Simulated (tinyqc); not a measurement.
Length of a molecular wire: coherent transport through a tight-binding bridge. Computed by the program tinyqc. T = Gamma_L Gamma_R |G_1n|^2 with the self-energies of semi-infinite chains.

A uniform bridge between two chains:
```
parameter                        value
site energy (eV)              0.920000
hopping in the bridge (eV)    0.710000
lead hopping (eV)             2.830000
couplings (eV)              0.77, 0.77
E (eV)                       -0.230000
```

Transmission against length:
```
sites           T    ln T
2      1.1065e-01  -2.201
3      2.1949e-01  -1.516
4      9.5408e-01  -0.047
5      2.9921e-01  -1.207
6      1.2077e-01  -2.114
7      1.1031e-01  -2.204
8      2.1662e-01  -1.530
10     3.0416e-01  -1.190
```

Estimate the missing row, sites = 9.

Computed row:
```
sites           T    ln T
9      9.4543e-01  -0.056
```

E lies inside the band of the bridge (|E - e|/2h = 0.810 < 1): T does not decay but oscillates with length, between 0.110 and 0.954 here, as levels of the bridge pass E.
